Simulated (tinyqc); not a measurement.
Inside a calculation. Model: octagonal on-chip spiral inductor, lumped pi model.

Computed by the program tinyqc: `OMP_NUM_THREADS=1 python tinyqc.py 2302152 2302153 out.jsonl`, one thread of a shared Intel Xeon 2.30GHz, about 0.01 s for the whole run. Printed values are rounded.

Outer diameter do = di + 2 n wd + 2 (n - 1) sp, mean da = (do + di)/2, fill p = (do - di)/(do + di), length l = 3.314 n da. L = 2.25 mu0 n^2 da/(1 + 3.55 p), mu0 = 4 pi 1e-7 H/m. Rs = rho l/(wd delta (1 - exp(-th/delta))), delta = sqrt(rho/(pi f mu0)). Cs = n wd^2 eps0 eo/hu across the coil. At each end Cox = l wd eps0 eo/(2 ho) leads to the substrate branch Rsi = 2 rs he/(l wd) in parallel with Csi = l wd eps0 11.7/(2 he). With one end grounded Y = 1/(Rs + i w L) + i w Cs + 1/[1/(i w Cox) + 1/(1/Rsi + i w Csi)], w = 2 pi f; Q = -Im Y/Re Y. Eddy currents in neighbouring turns and in the substrate are left out.

Inputs (values chosen for the exercise); values of the order met in silicon radio-frequency processes:
- n = 1.5 (number of turns)
- wd = 10 um (line width)
- sp = 2 um (space between turns)
- di = 60 um (inner diameter)
- th = 4 um (metal thickness)
- rho = 1.9 uohm cm (metal resistivity)
- ho = 9.6 um (oxide below the coil)
- hu = 1.3 um (oxide between coil and underpass)
- eo = 3 (relative permittivity of the oxide)
- rs = 10 ohm cm (substrate resistivity)
- he = 30 um (effective spreading depth in the substrate)
- f = 5.4 GHz (frequency)

Constants: eps0 = 8.8541878128e-12 F/m. Results are converted to the units shown.

## Geometry and model elements

do, l, L, delta, Rs, Cs, Cox, Rsi and Csi as defined.

do = 92 um
l = 377.796 um
L = 0.276697 nH
delta = 0.944061 um
Rs = 0.771494 ohm
Cs = 3.06491 fF
Cox = 5.22668 fF
Rsi = 1588.16 ohm
Csi = 6.52290 fF

Rs is 4.30 times the direct-current value in this empirical form, which overstates the skin effect of a flat slab when delta is near th and so stands in for some current crowding.

## Admittance, quality factor and apparent inductance

Series branch 1/(Rs + i w L), substrate branch, total Y, Q = -Im Y/Re Y, apparent inductance Im(1/Y)/w, metal-only value w L/Rs, share of the loss in the substrate Re(substrate branch)/Re Y.

series branch = 8.695-105.803i mS
substrate branch = 0.035654+0.154764i mS
Y = 8.730-105.545i mS
Q = 12.0894
apparent inductance = 0.277351 nH
w L/Rs = 12.1687
share of the loss in the substrate = 0.408386 %

Q is 99.3 % of the metal-only value.
